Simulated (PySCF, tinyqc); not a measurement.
Worked calculation: RHF in the 3-21g basis, for H3-, spin multiplicity 1. The basis has no diffuse functions, so it cannot describe the extra electron: this is an exercise in the method, not the real anion. The lowest restricted solution is unstable here: a spin-polarised one lies 0.0336 hartree lower (PySCF). One step of it, computed by the program tinyqc.

Task: Iteration 3: building the Fock matrix. J_ij = sum D_kl (ij|kl), K_ij = sum D_kl (ik|jl); F = H + J - 0.5 K; E = tr D H + tr D J / 2 - 0.25 tr D K + E_nn.

D after iteration 2:
```
,1H 1s,1H 2s,2H 1s,2H 2s,3H 1s,3H 2s
1H 1s,0.097301,0.161711,0.087330,0.155349,0.049877,0.036769
1H 2s,0.161711,0.274042,0.159179,0.333553,0.061768,-0.040513
2H 1s,0.087330,0.159179,0.115686,0.339687,-0.011367,-0.237009
2H 2s,0.155349,0.333553,0.339687,1.323016,-0.221687,-1.390709
3H 1s,0.049877,0.061768,-0.011367,-0.221687,0.110028,0.425119
3H 2s,0.036769,-0.040513,-0.237009,-1.390709,0.425119,1.968141
```

core Hamiltonian H = T + V (hartree):
```
,1H 1s,1H 2s,2H 1s,2H 2s,3H 1s,3H 2s
1H 1s,-1.089276,-1.081129,-0.378425,-0.642679,-0.288111,-0.577382
1H 2s,-1.081129,-1.268293,-0.631888,-0.961339,-0.558669,-0.899231
2H 1s,-0.378425,-0.631888,-1.046509,-1.053750,-0.194211,-0.486909
2H 2s,-0.642679,-0.961339,-1.053750,-1.235875,-0.478922,-0.818131
3H 1s,-0.288111,-0.558669,-0.194211,-0.478922,-1.008329,-1.029598
3H 2s,-0.577382,-0.899231,-0.486909,-0.818131,-1.029598,-1.210009
```

Two-electron integrals (ij|kl) in chemists' order, unique and non-zero (hartree):
```
i,j,k,l,(ij|kl)
1,1,1,1,1.140145
2,1,1,1,0.611403
2,1,2,1,0.345152
2,2,1,1,0.626370
2,2,2,1,0.380329
2,2,2,2,0.482957
3,1,1,1,0.114370
3,1,2,1,0.067244
3,1,2,2,0.078855
3,1,3,1,0.020543
3,2,1,1,0.184077
3,2,2,1,0.114914
3,2,2,2,0.153688
3,2,3,1,0.038810
3,2,3,2,0.091279
3,3,1,1,0.475619
3,3,2,1,0.303820
3,3,2,2,0.429787
3,3,3,1,0.114370
3,3,3,2,0.305225
3,3,3,3,1.140145
4,1,1,1,0.305225
4,1,2,1,0.173598
4,1,2,2,0.193706
4,1,3,1,0.038810
4,1,3,2,0.068015
4,1,3,3,0.184077
4,1,4,1,0.091279
4,2,1,1,0.376697
4,2,2,1,0.231494
4,2,2,2,0.303094
4,2,3,1,0.058594
4,2,3,2,0.125890
4,2,3,3,0.376697
4,2,4,1,0.125890
4,2,4,2,0.216643
4,3,1,1,0.303820
4,3,2,1,0.192891
4,3,2,2,0.270788
4,3,3,1,0.067244
4,3,3,2,0.173598
4,3,3,3,0.611403
4,3,4,1,0.114914
4,3,4,2,0.231494
4,3,4,3,0.345152
4,4,1,1,0.429787
4,4,2,1,0.270788
4,4,2,2,0.379828
4,4,3,1,0.078855
4,4,3,2,0.193706
4,4,3,3,0.626370
4,4,4,1,0.153688
4,4,4,2,0.303094
4,4,4,3,0.380329
4,4,4,4,0.482957
5,1,1,1,0.077941
5,1,2,1,0.046289
5,1,2,2,0.055236
5,1,3,1,0.010154
5,1,3,2,0.018516
5,1,3,3,0.049560
5,1,4,1,0.024422
5,1,4,2,0.036014
5,1,4,3,0.031543
5,1,4,4,0.044115
5,1,5,1,0.010426
5,2,1,1,0.152751
5,2,2,1,0.096074
5,2,2,2,0.131177
5,2,3,1,0.022065
5,2,3,2,0.045722
5,2,3,3,0.127834
5,2,4,1,0.051298
5,2,4,2,0.089268
5,2,4,3,0.081628
5,2,4,4,0.117125
5,2,5,1,0.024117
5,2,5,2,0.071732
5,3,1,1,0.033738
5,3,2,1,0.021243
5,3,2,2,0.028688
5,3,3,1,0.006543
5,3,3,2,0.014623
5,3,3,3,0.044562
5,3,4,1,0.012349
5,3,4,2,0.022512
5,3,4,3,0.026816
5,3,4,4,0.032773
5,3,5,1,0.004860
5,3,5,2,0.013220
5,3,5,3,0.003862
5,4,1,1,0.119586
5,4,2,1,0.075723
5,4,2,2,0.105477
5,4,3,1,0.018859
5,4,3,2,0.040907
5,4,3,3,0.117186
5,4,4,1,0.041455
5,4,4,2,0.075663
5,4,4,3,0.074316
5,4,4,4,0.104084
5,4,5,1,0.019044
5,4,5,2,0.058707
5,4,5,3,0.011994
5,4,5,4,0.050230
5,5,1,1,0.438744
5,5,2,1,0.281513
5,5,2,2,0.406977
5,5,3,1,0.065094
5,5,3,2,0.140960
5,5,3,3,0.396697
5,5,4,1,0.151057
5,5,4,2,0.282119
5,5,4,3,0.255435
5,5,4,4,0.377826
5,5,5,1,0.077941
5,5,5,2,0.269130
5,5,5,3,0.044562
5,5,5,4,0.223432
5,5,5,5,1.140145
6,1,1,1,0.269130
6,1,2,1,0.153271
6,1,2,2,0.171408
6,1,3,1,0.031339
6,1,3,2,0.054405
6,1,3,3,0.144966
6,1,4,1,0.078371
6,1,4,2,0.106906
6,1,4,3,0.091687
6,1,4,4,0.127174
6,1,5,1,0.024117
6,1,5,2,0.051216
6,1,5,3,0.011132
6,1,5,4,0.040353
6,1,5,5,0.152751
6,1,6,1,0.071732
6,2,1,1,0.343867
6,2,2,1,0.211732
6,2,2,2,0.278639
6,2,3,1,0.046948
6,2,3,2,0.095919
6,2,3,3,0.273679
6,2,4,1,0.110465
6,2,4,2,0.183531
6,2,4,3,0.172131
6,2,4,4,0.240193
6,2,5,1,0.038853
6,2,5,2,0.103051
6,2,5,3,0.021311
6,2,5,4,0.083989
6,2,5,5,0.343867
6,2,6,1,0.103051
6,2,6,2,0.187325
6,3,1,1,0.126635
6,3,2,1,0.079754
6,3,2,2,0.109243
6,3,3,1,0.027031
6,3,3,2,0.065962
6,3,3,3,0.223432
6,3,4,1,0.047244
6,3,4,2,0.090793
6,3,4,3,0.127492
6,3,4,4,0.143049
6,3,5,1,0.014264
6,3,5,2,0.037063
6,3,5,3,0.011994
6,3,5,4,0.033812
6,3,5,5,0.117186
6,3,6,1,0.038996
6,3,6,2,0.072740
6,3,6,3,0.050230
6,4,1,1,0.262720
6,4,2,1,0.164315
6,4,2,2,0.225606
6,4,3,1,0.043268
6,4,3,2,0.098458
6,4,3,3,0.300645
6,4,4,1,0.090595
6,4,4,2,0.167593
6,4,4,3,0.185634
6,4,4,4,0.246085
6,4,5,1,0.031420
6,4,5,2,0.088146
6,4,5,3,0.021247
6,4,5,4,0.076653
6,4,5,5,0.300645
6,4,6,1,0.081056
6,4,6,2,0.157632
6,4,6,3,0.076653
6,4,6,4,0.151073
6,5,1,1,0.281513
6,5,2,1,0.179718
6,5,2,2,0.257452
6,5,3,1,0.041624
6,5,3,2,0.090134
6,5,3,3,0.255435
6,5,4,1,0.096163
6,5,4,2,0.178022
6,5,4,3,0.163909
6,5,4,4,0.240182
6,5,5,1,0.046289
6,5,5,2,0.153271
6,5,5,3,0.026816
6,5,5,4,0.127492
6,5,5,5,0.611403
6,5,6,1,0.096074
6,5,6,2,0.211732
6,5,6,3,0.074316
6,5,6,4,0.185634
6,5,6,5,0.345152
6,6,1,1,0.406977
6,6,2,1,0.257452
6,6,2,2,0.365595
6,6,3,1,0.059314
6,6,3,2,0.130044
6,6,3,3,0.377826
6,6,4,1,0.136343
6,6,4,2,0.250863
6,6,4,3,0.240182
6,6,4,4,0.346459
6,6,5,1,0.055236
6,6,5,2,0.171408
6,6,5,3,0.032773
6,6,5,4,0.143049
6,6,5,5,0.626370
6,6,6,1,0.131177
6,6,6,2,0.278639
6,6,6,3,0.104084
6,6,6,4,0.246085
6,6,6,5,0.380329
6,6,6,6,0.482957
```

nuclear repulsion = 1.31485917 hartree

Give: Coulomb J; exchange K; Fock matrix F; total energy of this density.

Result:

Coulomb J (hartree):
```
,1H 1s,1H 2s,2H 1s,2H 2s,3H 1s,3H 2s
1H 1s,1.9977,1.2287,0.3047,0.6617,0.2191,0.5888
1H 2s,1.2287,1.6458,0.6759,1.1709,0.6159,1.1048
2H 1s,0.3047,0.6759,2.0825,1.2676,0.1326,0.5024
2H 2s,0.6617,1.1709,1.2676,1.6659,0.5145,0.9973
3H 1s,0.2191,0.6159,0.1326,0.5145,2.1666,1.3134
3H 2s,0.5888,1.1048,0.5024,0.9973,1.3134,1.7084
```

exchange K (hartree):
```
,1H 1s,1H 2s,2H 1s,2H 2s,3H 1s,3H 2s
1H 1s,0.7446,0.7346,0.4208,0.5957,0.2923,0.5017
1H 2s,0.7346,0.9012,0.5944,0.8071,0.5137,0.7460
2H 1s,0.4208,0.5944,0.9325,0.8369,0.0689,0.3150
2H 2s,0.5957,0.8071,0.8369,0.9443,0.3291,0.5819
3H 1s,0.2923,0.5137,0.0689,0.3291,1.0429,0.9272
3H 2s,0.5017,0.7460,0.3150,0.5819,0.9272,1.0266
```

Fock matrix F (hartree):
```
,1H 1s,1H 2s,2H 1s,2H 2s,3H 1s,3H 2s
1H 1s,0.5361,-0.2198,-0.2841,-0.2788,-0.2152,-0.2395
1H 2s,-0.2198,-0.0730,-0.2532,-0.1940,-0.1996,-0.1675
2H 1s,-0.2841,-0.2532,0.5697,-0.2046,-0.0960,-0.1420
2H 2s,-0.2788,-0.1940,-0.2046,-0.0421,-0.1290,-0.1118
3H 1s,-0.2152,-0.1996,-0.0960,-0.1290,0.6368,-0.1798
3H 2s,-0.2395,-0.1675,-0.1420,-0.1118,-0.1798,-0.0149
```

total energy of this density = -1.352312 hartree
